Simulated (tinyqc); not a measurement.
Worked calculation: UHF in the sto-3g basis, for H4, spin multiplicity 3. This run ends on a higher stationary point, not on the lowest solution. One step of it, computed by the program tinyqc.

Question. Iteration 1: building the Fock matrix. J_ij = sum D_kl (ij|kl) with D = D(alpha) + D(beta), K_ij = sum D_kl (ik|jl) for each spin; F = H + J - K(s); E = tr D H + tr D J / 2 - 0.5 sum_s tr D(s) K(s) + E_nn.

D(alpha) at the start:
```
           1H 1s      2H 1s      3H 1s      4H 1s
1H 1s   1.054612  -0.388080  -0.045869  -0.032531
2H 1s  -0.388080   0.766485  -0.582242  -0.045869
3H 1s  -0.045869  -0.582242   0.766485  -0.388080
4H 1s  -0.032531  -0.045869  -0.388080   1.054612
```

D(beta) at the start:
```
           1H 1s      2H 1s      3H 1s      4H 1s
1H 1s   0.439349  -0.366927   0.366927  -0.439349
2H 1s  -0.366927   0.306442  -0.306442   0.366927
3H 1s   0.366927  -0.306442   0.306442  -0.366927
4H 1s  -0.439349   0.366927  -0.366927   0.439349
```

core Hamiltonian H = T + V (hartree):
```
           1H 1s      2H 1s      3H 1s      4H 1s
1H 1s  -1.105310  -0.432621  -0.025087  -0.000751
2H 1s  -0.432621  -1.303793  -0.328806  -0.025087
3H 1s  -0.025087  -0.328806  -1.303793  -0.432621
4H 1s  -0.000751  -0.025087  -0.432621  -1.105310
```

Two-electron integrals (ij|kl) in chemists' order, unique and non-zero (hartree):
```
(11|11) 0.774606   (21|11) 0.143953   (21|21) 0.040542   (22|11) 0.351259
(22|21) 0.143953   (22|22) 0.774606   (31|11) 0.004392   (31|21) 0.001518
(31|22) 0.006948   (31|31) 0.000075   (32|11) 0.045346   (32|21) 0.017661
(32|22) 0.098767   (32|31) 0.001124   (32|32) 0.020566   (33|11) 0.167245
(33|21) 0.059081   (33|22) 0.309889   (33|31) 0.004392   (33|32) 0.098767
(33|33) 0.774606   (41|11) 0.000073   (41|21) 0.000027   (41|22) 0.000144
(41|31) 1.69e-06   (41|32) 0.000030   (41|33) 0.000144   (41|41) 4.51e-08
(42|11) 0.002279   (42|21) 0.000825   (42|22) 0.004392   (42|31) 0.000056
(42|32) 0.001124   (42|33) 0.006948   (42|41) 1.69e-06   (42|42) 0.000075
(43|11) 0.036401   (43|21) 0.012137   (43|22) 0.059081   (43|31) 0.000825
(43|32) 0.017661   (43|33) 0.143953   (43|41) 0.000027   (43|42) 0.001518
(43|43) 0.040542   (44|11) 0.114096   (44|21) 0.036401   (44|22) 0.167245
(44|31) 0.002279   (44|32) 0.045346   (44|33) 0.351259   (44|41) 0.000073
(44|42) 0.004392   (44|43) 0.143953   (44|44) 0.774606
```

nuclear repulsion = 1.47973268 hartree

Give: Coulomb J; exchange K(alpha); exchange K(beta); F(alpha); F(beta); total energy of this density.

Answer.

Coulomb J (hartree):
```
        1H 1s   2H 1s   3H 1s   4H 1s
1H 1s  1.5353  0.3778  0.0167  0.0004
2H 1s  0.3778  1.4632  0.2590  0.0167
3H 1s  0.0167  0.2590  1.4632  0.3778
4H 1s  0.0004  0.0167  0.3778  1.5353
```

exchange K(alpha) (hartree):
```
         1H 1s    2H 1s    3H 1s    4H 1s
1H 1s   0.7341   0.0943  -0.0415  -0.0145
2H 1s   0.0943   0.4226  -0.0628  -0.0415
3H 1s  -0.0415  -0.0628   0.4226   0.0943
4H 1s  -0.0145  -0.0415   0.0943   0.7341
```

exchange K(beta) (hartree):
```
         1H 1s    2H 1s    3H 1s    4H 1s
1H 1s   0.2494  -0.0271   0.0226  -0.0283
2H 1s  -0.0271   0.1100  -0.0186   0.0226
3H 1s   0.0226  -0.0186   0.1100  -0.0271
4H 1s  -0.0283   0.0226  -0.0271   0.2494
```

F(alpha) (hartree):
```
         1H 1s    2H 1s    3H 1s    4H 1s
1H 1s  -0.3042  -0.1491   0.0331   0.0142
2H 1s  -0.1491  -0.2632  -0.0070   0.0331
3H 1s   0.0331  -0.0070  -0.2632  -0.1491
4H 1s   0.0142   0.0331  -0.1491  -0.3042
```

F(beta) (hartree):
```
         1H 1s    2H 1s    3H 1s    4H 1s
1H 1s   0.1806  -0.0277  -0.0310   0.0279
2H 1s  -0.0277   0.0495  -0.0512  -0.0310
3H 1s  -0.0310  -0.0512   0.0495  -0.0277
4H 1s   0.0279  -0.0310  -0.0277   0.1806
```

total energy of this density = -0.951339 hartree
